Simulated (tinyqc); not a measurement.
From results back to parameters: thin-film optics by transfer matrices. Three cases, with inputs chosen for the exercise.

Problem. A bare substrate in air: with rho = tan(Psi) exp(i Delta), Delta = 180 degrees at small angles on a dielectric, conj(eps) = sin^2(theta) [1 + tan^2(theta) ((1 - rho)/(1 + rho))^2], and n + i k = sqrt(eps).

Case 1.

Values chosen (out of a larger set: indices near those of resist, ARC on polySi; not measured data): lam = 193 nm (vacuum wavelength); theta_e = 75 degrees (angle of the ellipsometer).

Psi = 35.1390 degrees
Delta = 69.4687 degrees

Case 2.

Values chosen (out of a larger set: indices near those of resist on Si; not measured data): lam = 248 nm (vacuum wavelength); theta_e = 60 degrees (angle of the ellipsometer).

Psi = 37.1607 degrees
Delta = 139.9121 degrees

Case 3.

Values chosen (out of a larger set: indices near those of Si3N4, SiO2 on Si; not measured data): lam = 633 nm (vacuum wavelength); theta_e = 60 degrees (angle of the ellipsometer).

Psi = 23.1141 degrees
Delta = 179.6982 degrees

Find: rho; eps; n; k.

Solution. Form rho, insert it, conjugate, and take the root with k >= 0.

Case 1.

rho = 0.2468+0.6591i
eps = -3.94+4.37i
n = 0.986
k = 2.216

Case 2.

rho = -0.5799+0.4881i
eps = -9.35+10.87i
n = 1.579
k = 3.441

Case 3.

rho = -0.4268+0.0022i
eps = 14.69+0.15i
n = 3.833
k = 0.020

Computed by tinyqc, one run a case: `OMP_NUM_THREADS=1 python tinyqc.py N N+1 out.jsonl` with N = 1651275, 1651280, 1651327; one thread of a shared Intel(R) Xeon(R) Processor @ 2.30GHz, about 0.01 s a run at most.
